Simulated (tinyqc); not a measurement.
Thermal, flicker and telegraph noise of a field-effect transistor: one step, computed by the program tinyqc. Command: `OMP_NUM_THREADS=1 python tinyqc.py 3000517 3000518 out.jsonl noise walk`. One thread of a shared host (Intel(R) Xeon(R) Processor @ 2.30GHz), about 0.01 s of CPU time with the checks.

Strong inversion, threshold roll-off and channel-length modulation left out; noise sources are uncorrelated and are given as one-sided spectral densities.

Task: Operating point. C_ox = 3.9 eps_0/t; V_c = 2 v_s L/mu; I = W C_ox v_s V_ov^2/(V_ov + V_c); g_m = W C_ox v_s V_ov (V_ov + 2 V_c)/(V_ov + V_c)^2; g_d0 = mu C_ox (W/L) V_ov.

Inputs (values chosen for the exercise, modelled on a high-k silicon transistor):
```
quantity,value,unit
width W,4,micrometre
length L,120,nm
electrical oxide thickness t,3.6,nm
mobility mu,82,cm^2/(V s)
saturation velocity v_s,0.78,1e7 cm/s
overdrive V_ov,0.21,V
```

Operating region: saturation. Flicker model: number with correlated mobility.

Constants: eps_0 = 8.8541878128e-12 F/m.

Give: C_ox; drain current I; g_m; g_d0.

Result:

C_ox = 0.9592 microfarad/cm^2

drain current I = 52.94 microampere

g_m = 483.0 microsiemens

g_d0 = 550.6 microsiemens
